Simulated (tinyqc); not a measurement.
Worked calculation: tight binding, honeycomb lattice. Computed by tinyqc, a small Python program that keeps every step. Settings: t1 = 1.36, t2 = 0, phi = 1.57, delta = 1.36, points = 5. Command: `OMP_NUM_THREADS=1 python tinyqc.py 22962 22963 out.jsonl` (the two numbers bound the seeds that draw the settings). One thread of a shared host (Intel(R) Xeon(R) Processor @ 2.60GHz), about 0.01 s of CPU time with the checks.

## Bloch Hamiltonian at k

Parameters chosen for this model:
```
parameter     value                        unit
t1         1.360000                 eV, nearest
t2                0       eV, second neighbours
phi        1.570000  rad, phase of t2 (Haldane)
delta      1.360000          eV, +/- on A and B
```

k point k (fractions of the reciprocal vectors): -0.430000  -0.150000

H_AB = -t1 (1 + exp(-i k.a1) + exp(-i k.a2)); H_AA = delta - 2 t2 sum cos(k.b + phi), H_BB = -delta - 2 t2 sum cos(k.b - phi), b = a1, a2 - a1, -a2.

H(k) at k (eV):
```
                     A                    B
A             1.360000  -0.928823-1.679323i
B  -0.928823+1.679323i            -1.360000
```

## Levels at k

Diagonalise the Hermitian matrix.

eigenvalues (eV): -2.352114  2.352114

weights |c|^2 of the basis functions:
```
     band 1    band 2
A  0.210898  0.789102
B  0.789102  0.210898
```

## Bloch Hamiltonian at K

k point K (fractions of the reciprocal vectors): 0.333333  0.666667

As before.

H(k) at K (eV):
```
          A          B
A  1.360000   0.000000
B  0.000000  -1.360000
```

## Levels at K

As before.

eigenvalues (eV): -1.360000  1.360000

weights |c|^2 of the basis functions:
```
     band 1    band 2
A  0.000000  1.000000
B  1.000000  0.000000
```

## Bands along a path

The same steps at evenly spaced points between the labelled ones.

Bands along the path (eV):
```
k             band 1    band 2
G          -4.300698  4.300698
G-K 0.20   -4.078287  4.078287
G-K 0.40   -3.458645  3.458645
G-K 0.60   -2.586874  2.586874
G-K 0.80   -1.733982  1.733982
K          -1.360000  1.360000
K-M 0.20   -1.435699  1.435699
K-M 0.40   -1.598776  1.598776
K-M 0.60   -1.764900  1.764900
K-M 0.80   -1.881770  1.881770
M          -1.923330  1.923330
M-K' 0.20  -1.881770  1.881770
M-K' 0.40  -1.764900  1.764900
M-K' 0.60  -1.598776  1.598776
M-K' 0.80  -1.435699  1.435699
K'         -1.360000  1.360000
```

With 1 band(s) filled, the highest filled level on these points lies at K and the lowest empty one at K: a gap of 2.7200 eV, direct.

## Chern number of the lower band

On a 5 x 5 mesh, the phase of the product of overlaps around each plaquette (k1 then k2); the sum over 2 pi is an integer.

plaquette phases (rad):
```
           1          2          3          4          5
1   0.000000  -0.071600  -0.135676   0.088430   0.042403
2   0.071600   0.000000  -0.314018  -0.266080   0.088430
3   0.135676   0.314018   0.000000  -0.314018  -0.135676
4  -0.088430   0.266080   0.314018   0.000000  -0.071600
5  -0.042403  -0.088430   0.135676   0.071600   0.000000
```

Chern number = 0.000000
